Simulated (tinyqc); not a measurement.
## Drift layer from breakdown voltage and on-resistance

Problem. An ideal drift layer with a triangular field at breakdown has BV = Ec W/2, N = eps0 eps_r Ec/(q W) and Ron = W/(q mu N). Find Ec, W and N.

Parameters, values chosen for the exercise: relative permittivity eps_r = 12.9; electron mobility of the drift layer mu = 7960 cm^2/(V s).

Constants: q = 1.602176634e-19 C, eps0 = 8.8541878128e-14 F/cm where lengths are in cm. Results are converted to the units shown.

BV = 45.712910 V
Ron = 0.017351458 mohm cm^2

Answer. Eliminating W and N gives Ron = 4 BV^2/(eps0 eps_r mu Ec^3), which yields Ec.

Ec = 376 kV/cm
W = 2.43 um
N = 1.10e16 cm^-3

Program tinyqc, `OMP_NUM_THREADS=1 python tinyqc.py 2120112 2120113 out.jsonl`; Intel Xeon 2.30GHz, shared host, one thread, about 0.08 s.
